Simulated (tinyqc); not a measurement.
# Three-phonon processes in a diatomic chain: dispersion, energy and momentum conservation, and decay channels of optical phonons, step by step

A worked calculation. Computed by tinyqc, a small Python program that keeps every step. Command: `OMP_NUM_THREADS=1 python tinyqc.py 3121234 3121235 out.jsonl threeph walk`. One thread of a shared host (Intel(R) Xeon(R) Processor @ 2.30GHz), about 0.04 s of CPU time with the checks. Intermediate numbers are printed to about 7 digits and carried at full precision; extremes and crossings named in words are read from the listed rows.

Cell length a, two atoms, one spring constant. x = q a/pi runs from -1 to 1; A and O are the acoustic and optical branches. Matrix elements are not computed: only conservation laws and occupation factors are followed.

Inputs (values chosen for the exercise, for a model chain):

| quantity | value | unit |
|---|---|---|
| light mass m | 27 | u |
| heavy mass M | 59.1 | u |
| spring constant k | 7.8 | eV/angstrom^2 |
| temperature T | 50 | K |
| wave number of the decaying phonon q a/pi | 0.37 | - |
| zero-temperature width Gamma_0 | 0.51 | 1/cm |

Constants: nu for 1 eV/(angstrom^2 u) = 15.6333042 THz; h x 1 THz = 4.135667696 meV; k_B = 8.617333262e-05 eV/K; c = 299792458 m/s.

## Band edges

omega^2 = k (1/m + 1/M) -/+ k sqrt((1/m + 1/M)^2 - 4 sin^2(pi x/2)/(m M)); nu = 15.6333042 THz x sqrt(omega^2) for eV/(angstrom^2 u). Acoustic top sqrt(2 k/M), optical bottom sqrt(2 k/m), optical top sqrt(2 k (1/m + 1/M)).

acoustic top = 8.031919 THz

optical bottom = 11.88314 THz

optical top = 14.34297 THz

optical top over twice the acoustic top = 0.8928730

optical bottom over twice the acoustic top = 0.7397447

optical width over acoustic top = 0.3062566

The zone-centre optical phonon can decay into two acoustic ones: this needs M/m <= 3.

## Dispersion

The formulas are those given above.

Branches:

| x | nu_A (THz) | nu_O (THz) |
|---|---|---|
| 0.10 | 1.043751 | 14.30494 |
| 0.20 | 2.078268 | 14.19160 |
| 0.35 | 3.591337 | 13.88607 |
| 0.50 | 5.023612 | 13.43444 |
| 0.65 | 6.320678 | 12.87516 |
| 0.80 | 7.381161 | 12.29793 |
| 0.90 | 7.855421 | 12.00055 |
| 1.00 | 8.031919 | 11.88314 |

## Decay of the zone-centre phonon

O(0) -> A(x) + A(-x) needs nu_A(x) = nu_O(0)/2, which gives sin^2(pi x/2) = (3/16)(m + M)^2/(m M). Full width at half maximum Gamma = Gamma_0 (1 + 2 n), n = 1/(exp(h nu_A/(k_B T)) - 1); lifetime = 1/(2 pi c Gamma).

x of the products = 0.7661953

their frequency = 7.171484 THz

occupation n = 0.001025563

width Gamma = 0.5110461 1/cm

lifetime = 10.38818 ps

## All channels at the given wave number

Processes for O(x): decay O -> A + A and O -> O + A with x = x' + x'' (mod 2), and absorption O + A -> O with x + x' = x'' (mod 2). Roots of the energy mismatch in x' are bracketed on 4001 points from -1 to 1 and refined. A process is umklapp (U) if the sum of wave numbers leaves (-1, 1]. Weight = occupation factor/|d mismatch/dx'|, the factor being 1 + n' + n'' for decay and n' - n'' for absorption. Pairs that differ only by exchanging two acoustic products count once, and the trivial root x' = 0 is left out.

nu_O(x) = 13.83374 THz

Channels:

| process | x' | x'' | nu' (THz) | nu'' (THz) | type | weight (1/THz) |
|---|---|---|---|---|---|---|
| O -> A + A | -0.5907963 | 0.9607963 | 5.829710 | 8.004030 | N | 0.1007738 |

1 channel(s) are open, 0 of them umklapp.

## Phase space against the mass ratio

Total weight summed over channels and averaged over x = 0.05, 0.15, ..., 0.95, with m and k fixed; share of those x with an open channel.

Optical phonons:

| M/m | weight, A + A (1/THz) | weight, with O (1/THz) | share open |
|---|---|---|---|
| 1.1 | 0.0648275 | 0 | 1.0 |
| 1.5 | 0.1892370 | 0 | 1.0 |
| 2.0 | 0.1200056 | 0 | 0.8 |
| 2.5 | 0.0722006 | 0 | 0.5 |
| 2.9 | 0.0562854 | 0 | 0.2 |
| 3.3 | 0.0000000 | 0 | 0.0 |
| 3.7 | 0.0000000 | 0 | 0.0 |
| 4.2 | 0.0000000 | 0 | 0.0 |
| 6.0 | 0.0000000 | 0 | 0.0 |

The A + A channel closes between M/m = 2.9 and 3.3 on this grid: energy conservation alone would allow it up to M/m = 4, where the optical bottom passes twice the acoustic top, but momentum must be conserved too. No channel with a second optical phonon opens at any ratio. A large gap that shuts such channels is one reason why crystals with very unequal masses can conduct heat well.

Checks made by the program: band edges against the dispersion (relative difference below 1e-10); frequency of the products (relative difference below 1e-10).
